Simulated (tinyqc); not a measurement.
# Binary melting diagram from solution models of liquid and solid, step by step

A worked calculation. Computed by tinyqc, a small Python program that keeps every step. Command: `OMP_NUM_THREADS=1 python tinyqc.py 3028203 3028204 out.jsonl melt walk`. One thread of a shared host (Intel(R) Xeon(R) Processor @ 2.30GHz), about 0.01 s of CPU time with the checks. Intermediate numbers are printed to about 5 digits and carried at full precision; extremes and crossings named in words are read from the listed rows.

x is the fraction of B. In a phase with interaction L: mu_A = G_A + R T ln(1 - x) + L x^2, mu_B = G_B + R T ln x + L (1 - x)^2. Melting: G(liquid) - G(solid) = H (1 - T/T_m) for each pure component.

Inputs (values chosen for the exercise, for a model alloy): melting point T_A = 1740 K; melting point T_B = 835 K; heat of melting H_A = 39.3 kJ/mol; heat of melting H_B = 8.27 kJ/mol; liquid interaction L_L = -15 kJ/mol; overall fraction x0 = 0.43.

Diagram: eutectic with pure solids.

Constants: R = 8.314462618 J/(mol K).

## The two liquidus branches

Liquid against pure solid A: T = (H_A + L_L x^2)/(H_A/T_A - R ln(1 - x)); against pure solid B: T = (H_B + L_L (1 - x)^2)/(H_B/T_B - R ln x). The higher branch is the stable one; a dash marks a branch without a positive root.

Liquidus temperatures (K):
```
x     branch A  branch B  first solid
0.05    1706.1         -            A
0.15    1627.7         -            A
0.30    1485.2     46.20            A
0.45    1315.9    225.62            A
0.60    1122.3    414.80            A
0.75     904.7    596.33            A
0.90     650.6    753.23            B
0.97     486.8    812.85            B
```

## Eutectic point by bisection

Halve the interval 0.001 to 0.999 for the crossing, 44 times.

Bisection, first 12 steps:
```
step        x  branch A (K)  branch B (K)
1     0.50000        1254.0        288.50
2     0.74950         905.5        595.75
3     0.87425         698.9        728.83
4     0.81188         806.3        665.05
5     0.84306         754.0        697.71
6     0.85866         726.8        713.47
7     0.86645         713.0        721.20
8     0.86255         719.9        717.35
9     0.86450         716.5        719.28
10    0.86353         718.2        718.31
11    0.86304         719.1        717.83
12    0.86329         718.6        718.07
```

eutectic composition x_E = 0.86349

eutectic temperature T_E = 718.28 K

T_E lies 117 K below the lower melting point, and x_E lies on the side of B, the lower-melting component.

## Freezing of the alloy x0

Primary solid forms at the higher branch; just above T_E its mole fraction is (x_E - x0)/x_E for A or (x0 - x_E)/(1 - x_E) for B, and the rest freezes as eutectic, with B making up x_E of it.

liquidus temperature = 1339.9 K

fraction of primary solid = 0.50202

freezing range = 621.66 K

The primary solid is A.

## Effect of the liquid interaction

The crossing is found anew for each L_L.

Eutectic point:
```
L_L (kJ/mol)      x_E  T_E (K)
-9.9          0.89695   755.41
-6.6          0.91899   775.62
-3.3          0.93960   792.34
-1.7          0.94859   799.14
0.0           0.95723   805.44
2.0           0.96606   811.71
4.0           0.97344   816.82
```

T_E rises from 755 to 817 K, 4.4 K per kJ/mol on average: attraction in the liquid stabilises it and deepens the eutectic. As attraction grows x_E moves from 0.973 to 0.897, towards 1/2, where mixing gains most.

Checks made by the program: equal chemical potentials at the eutectic (relative difference below 1e-10).
